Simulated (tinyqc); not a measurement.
What moves the results: round or elliptic silicon nanowire with anisotropic valleys (Ritz method). A value that a table varies takes the place of the one given here.

Wire along x = [100] on a (001) wafer, y = [010], z = [001]. Valley groups, two valleys each (w = inverse masses): A, axis along z: w_y = 1/mt, w_z = 1/ml, m_x = mt; B, axis along y: w_y = 1/ml, w_z = 1/mt, m_x = mt; C, axis along x: w_y = w_z = 1/mt, m_x = ml.

Hard wall on the ellipse (y/a)^2 + (z/b)^2 = 1, c = hbar^2/2m0. With u = y/a, v = z/b the operator is -c [(w_y/a^2) d2/du2 + (w_z/b^2) d2/dv2] on the unit disc. Basis (1 - u^2 - v^2) u^i v^j; S, X and Y are the disc integrals of f f', (df/du)(df'/du) and (df/dv)(df'/dv), from the integral of u^p v^q = 2 Gamma((p+1)/2) Gamma((q+1)/2)/((p + q + 2) Gamma((p+q+2)/2)) for even p, q; H = c (w_y X/a^2 + w_z Y/b^2).

Converged values use 21 functions of each parity class (e or o in u, then in v).

Constants: hbar^2/2m0 = 3.80998211 eV angstrom^2.

Inputs chosen for the exercise (near those of a Si nanowire; not measured data): ml = 0.909 m0 (longitudinal mass); mt = 0.193 m0 (transverse mass); a = 37 angstrom (semi-axis along y); b = 37 angstrom (semi-axis along z); asp = (0.4, 0.6, 0.8, 1, 1.3, 1.8, 2.5) (ratios a/b); area = 43 nm^2 (cross-section, kept fixed); hw = 2 (height over mean width).

## Size of the basis

Lowest level of each group with 1, 3, 6 and 21 even functions.

Levels (meV):
```
functions      A      B      C
1          52.44  52.44  86.52
3          49.76  49.76  83.41
6          49.72  49.72  83.39
21         49.71  49.71  83.39
```

How do the results move?

One function errs by 5.5 % for A, 5.5 % for B and 3.7 % for C, six by 0.00027, 0.00027 and 1.4e-05 meV. The error grows with the axis ratio of the stretched ellipse (2.17, 2.17, 1.00); for a circle it is 6/5.783 - 1 = 3.7 %.

## Flattening the wire at fixed area

a = sqrt(area x ratio/pi), b = a/ratio, 1 nm^2 = 100 angstrom^2; lowest level of each group.

Levels (eV):
```
a/b  a (angstrom)  b (angstrom)       A       B       C
0.4          23.4          58.5  0.1005  0.0388  0.1182
0.6          28.7          47.8  0.0716  0.0397  0.0939
0.8          33.1          41.4  0.0576  0.0441  0.0854
1.0          37.0          37.0  0.0497  0.0497  0.0834
1.3          42.2          32.4  0.0433  0.0592  0.0861
1.8          49.6          27.6  0.0391  0.0761  0.0973
2.5          58.5          23.4  0.0388  0.1005  0.1182
```

How do the results move?

Each group is lowest where its stretched ellipse is a circle, at a/b = sqrt(w_y/w_z): 2.17 for A, 0.46 for B and 1.00 for C. The lowest group is B in the first row and A in the last, A and B crossing at a/b = 1 by symmetry; B - A is -62 meV in the first row and +62 meV in the last.

## Shape of the cross-section

Equal area, hard walls, lowest level of -c (w_y d2/dy2 + w_z d2/dz2), c = hbar^2/2m0. Rectangle W x H with H/W = hw; ellipse with b/a = hw; trapezoid of height H, base W/0.8 and top 0.6 of the base; isosceles triangle of height H and base 2W. Ellipse, trapezoid and triangle by converged Ritz bases; 1 nm^2 = 100 angstrom^2.

Levels:
```
shape      A (eV)  B (eV)  B - A (meV)
rectangle  0.0954  0.0419        -53.5
ellipse    0.0831  0.0386        -44.5
trapezoid  0.0861  0.0427        -43.4
triangle   0.0588  0.0535         -5.2
```

W = 46.4 angstrom
H = 92.7 angstrom

How do the results move?

For group A the order is triangle, ellipse, trapezoid, rectangle, spanning 62 %. For group B the order is ellipse, rectangle, trapezoid, triangle, spanning 39 %. The ellipse lies below the rectangle for both groups, since corners hold little of the wave function. The triangle is lowest for A, whose light mass lies across the width and gains from the wide base. The spacing B - A of the valley groups runs from -54 to -5 meV.

## What each parameter does

Lowest level of groups A and B. Each row changes one parameter from the base and keeps the others.

Results:
```
case             A (eV)  B (eV)  B - A (meV)
base             0.0497  0.0497          0.0
a = 35 angstrom  0.0544  0.0509         -3.5
b = 35 angstrom  0.0509  0.0544          3.5
ml = 1.018 m0    0.0487  0.0487          0.0
mt = 0.212 m0    0.0461  0.0461          0.0
```

What can be read from the table?

The largest shifts from the base row, up to three for each result and ties (the steps differ in size, so this ranks the rows, not the parameters). A (eV): a +0.0047, mt -0.0036, b +0.0011, ml -0.0011. B (eV): b +0.0047, mt -0.0036, a +0.0011, ml -0.0011. B - A (meV): b +3.5, a -3.5; unchanged at the printed digits by ml and mt.

Computed by tinyqc, a small Python program: `OMP_NUM_THREADS=1 python tinyqc.py 1250034 1250035 out.jsonl` (the numbers bound the seed that draws the inputs); one thread of a shared host (Intel(R) Xeon(R) Processor @ 2.30GHz), about 0.02 s for the whole set of steps.
